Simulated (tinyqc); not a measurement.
Energy and delay of logic against supply voltage: two steps of the calculation.

One expression serves below and above threshold: I(Vg) = Ik [ln(1 + exp((Vg - VT + dd V)/(al nf Vt)))]^al, with I_on = I(V) and I_off = I(0). Gate delay td = kd C V/I_on, clock period LD td. Per gate and cycle the switching energy is act C V^2 and the leakage energy I_off V LD td. No short-circuit current, no variation. Minima are sought above 0.09 V; below a few Vt gates no longer switch and the model has no meaning.

Parameters, values chosen for the exercise; values of the order met in logic technologies: temperature T = 358 K; threshold voltage at zero drain bias VT = 0.4 V; slope factor nf = 1.13; barrier lowering per volt of supply dd = 0.1; specific current of a gate Ik = 0.38 uA; exponent of the current law al = 1.78; load capacitance of a gate C = 3.9 fF; delay factor kd = 0.6; logic depth LD = 30; activity factor act = 0.01; supply voltage V = 0.52 V.

Constants: q = 1.602176634e-19 C, kB = 1.380649e-23 J/K, Vt = kB T/q. Results are converted to the units shown.

Task 1. Currents, delay and energies. I_on, I_off, td, clock frequency 1/(LD td), both energies and their sum.

Find: I_on; I_off; td; clock frequency; switching energy; leakage energy; energy.

Result 1.

I_on = 2.4247 uA
I_off = 0.017497 nA
td = 501.84 ps
clock frequency = 0.066423 GHz
switching energy = 10.546 aJ
leakage energy = 0.13698 aJ
energy = 10.683 aJ

I_on/I_off = 1.39e5; leakage makes up 1.28 % of the energy.

Task 2. New V. Minimum-energy supply: E(V) is the energy per gate and cycle; with h = 0.001 V, E' = (E(V + h) - E(V - h))/(2 h), E'' = (E(V - h) - 2 E(V) + E(V + h))/h^2, V(new) = V - E'/E''.

V at the start = 0.28 V

Wanted: E'; E''; V after iteration 1.

Result 2.

E' = -17.94 aJ/V
E'' = 857.4 aJ/V^2
V after iteration 1 = 0.3009 V

Program tinyqc, `OMP_NUM_THREADS=1 python tinyqc.py 2082096 2082097 out.jsonl`; Intel Xeon 2.30GHz, shared host, one thread, about 0.01 s.
